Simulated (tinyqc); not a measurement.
From results back to parameters: free and nearly free electrons in a metal. Two cases, with inputs chosen for the exercise.

Problem. A free-electron metal with 4 atoms in the cubic cell and z electrons an atom has EF = c kF^2/m, (hbar omega_p)^2 = 8 pi c (e^2/(4 pi eps0)) n/m and kF = (3 pi^2 n)^(1/3), c = hbar^2/2m0.

Constants: hbar^2/2m0 = 3.80998211 eV angstrom^2; e^2/(4 pi eps0) = 14.39964547 eV angstrom.

Case 1.

Values chosen (out of a larger set: near those of Ag, whose d bands this model ignores; not measured data): a = 4.119 angstrom (fcc lattice constant).

EF = 5.41577 eV
hbar omega_p = 8.88382 eV

Case 2.

Values chosen (out of a larger set: near those of Ca; not measured data): a = 5.6 angstrom (fcc lattice constant).

EF = 4.65108 eV
hbar omega_p = 7.92538 eV

Find: kF; m; z.

Solution. (hbar omega_p)^2/EF = (8/(3 pi)) (e^2/(4 pi eps0)) kF gives kF; EF then gives m, and n = kF^3/(3 pi^2) gives z.

Case 1.

kF = 1.1923 1/angstrom
m = 1.00 m0
z = 1.00

Case 2.

kF = 1.1049 1/angstrom
m = 1.00 m0
z = 2.00

Computed by tinyqc, one run a case: `OMP_NUM_THREADS=1 python tinyqc.py N N+1 out.jsonl` with N = 1651543, 1651547; one thread of a shared Intel(R) Xeon(R) Processor @ 2.30GHz, about 0.01 s a run at most.
